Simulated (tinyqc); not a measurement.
# Tunnelling through a two-layer gate stack, WKB transmission and Tsu-Esaki current: what changes with what

Electrons leave the emitter at x = 0. Energies E (motion across the layers) are in eV from the emitter Fermi level; the collector Fermi level lies at -V and offers states at every E. No charge in the dielectric and no image force: F1 = V/(t1 + t2 eps1/eps2), F2 = F1 eps1/eps2; U = phi1 - F1 x in layer 1 and phi2 - F1 t1 - F2 (x - t1) in layer 2. With C = hbar^2/(2 m0), kappa = sqrt(m (U - E)/C) where U > E and 0 elsewhere; T(E) = exp(-S), S = 2 times the integral of kappa over x.

Values chosen for this exercise; layer 1 close to silicon nitride, layer 2 close to hafnium oxide: temperature T = 400 K; Fermi energy of the emitter above its band bottom Ef = 0.19 eV; emitter mass in the supply function me = 0.55 m0; barrier of layer 1 above the emitter Fermi level at zero bias phi1 = 2.17 eV; tunnelling mass of layer 1 m1 = 0.51 m0; thickness of layer 1 t1 = 0.9 nm; relative permittivity of layer 1 eps1 = 7.62; barrier of layer 2 at zero bias phi2 = 1.5 eV; tunnelling mass of layer 2 m2 = 0.2 m0; thickness of layer 2 t2 = 3 nm; relative permittivity of layer 2 eps2 = 22.7; voltage across the dielectric V = 1.4 V.

Constants: q = 1.602176634e-19 C, kB = 1.380649e-23 J/K, hbar = 1.054571817e-34 J s, m0 = 9.1093837015e-31 kg, Vt = kB T/q, hbar^2/(2 m0) = 0.0380998212 eV nm^2. Results are converted to the units shown.

Each table varies one quantity; the others keep the values above.

## Current against voltage

Each layer adds (2/F) sqrt(m/C) [G(u at its left edge) - G(u at its right edge)] to S, with u = U - E (0 where negative) and G(u) = (2/3) u^1.5. J = J0 times the integral of T(E) N(E) dE, N = ln[(1 + exp(-E/Vt))/(1 + exp((-E - V)/Vt))], J0 = q^2 me m0 kB T/(2 pi^2 hbar^3) (times 1e-4 for A/cm^2 per eV), from E = -Ef to far above the barrier (T = 1 there), by quadrature converged to the digits shown.

Results:
```
V (V)  S at E = 0   T(E = 0)  J (A/cm^2)  mean E of the current (eV)
0.2         25.58  7.753e-12    6.166e-4                    -0.07625
0.49        24.10  3.403e-11    0.002669                    -0.07457
0.77        22.54  1.630e-10     0.01218                    -0.07007
1.06        20.71   1.017e-9     0.07127                    -0.06226
1.64        15.32   2.215e-7       11.57                    -0.02001
1.92        12.74   2.929e-6       168.3                    -0.04411
2.21        10.85   1.948e-5        1274                    -0.06095
2.5         9.486   7.588e-5        5664                    -0.07312
```

Estimate the missing row, V = 1.35 V.

Computed row:
```
V (V)  S at E = 0  T(E = 0)  J (A/cm^2)  mean E of the current (eV)
1.35        18.51  9.170e-9      0.5976                    -0.04131
```

With this row back in the table: J rises from 6.17e-4 to 5660 A/cm^2, by 2.19 decades a volt between the first two rows and 2.23 between the last two. From V = 1.64 V on (among the rows) a band edge falls below the emitter Fermi level, so electrons at E = 0 no longer cross the full thickness. In 3 of the 9 rows the field exceeds 10 MV/cm (up to 13.1), more than most dielectrics sustain; the model ignores breakdown.

## Effect of the thickness t1 at fixed voltage

Same model as above.

Results:
```
t1 (nm)  S at E = 0   T(E = 0)  J (A/cm^2)  mean E of the current (eV)
0.5           15.10   2.760e-7       19.09                    -0.05420
0.67          16.34   8.045e-8       5.373                    -0.04636
0.84          17.60   2.261e-8       1.470                    -0.03777
1.01          18.90   6.176e-9      0.3942                    -0.02832
1.19          20.30   1.524e-9     0.09632                    -0.01721
1.53          23.00  1.026e-10    0.006558                    0.007282
1.7           24.37  2.608e-11    0.001702                     0.02138
```

Estimate the missing row, t1 = 1.36 nm.

Computed row:
```
t1 (nm)  S at E = 0   T(E = 0)  J (A/cm^2)  mean E of the current (eV)
1.36          21.64  3.986e-10     0.02520                   -0.005570
```

With this row back in the table: J falls from 19.1 to 0.00170 A/cm^2: 3.24 decades a nanometre between the first two rows and 3.45 between the last two. The exponent S alone gives dS/dt/ln 10 = 3.15 and 3.50. In 2 of the 8 rows a layer is thinner than 0.8 nm, a few atomic planes, where an effective mass is a rough description.

## Effect of the barrier height

Same model as above.

Effect of the barrier height:
```
phi1 (eV)  S at E = 0  T(E = 0)  J (A/cm^2)  mean E of the current (eV)
1.1             14.87  3.480e-7       22.00                    -0.01515
1.3             15.59  1.692e-7       10.70                    -0.02262
1.5             16.24  8.871e-8       5.637                    -0.02695
1.7             16.83  4.917e-8       3.140                    -0.02995
1.9             17.38  2.845e-8       1.825                    -0.03221
2.1             17.89  1.704e-8       1.098                    -0.03400
2.3             18.37  1.051e-8      0.6797                    -0.03546
2.5             18.83  6.637e-9      0.4309                    -0.03668
```

J falls from 22.0 to 0.431 A/cm^2, on average 1.22 decades for each eV, while S rises from 14.9 to 18.8.

Numbers from tinyqc (`OMP_NUM_THREADS=1 python tinyqc.py 2540156 2540157 out.jsonl`; about 0.04 s on one thread of a shared Intel Xeon 2.30GHz).
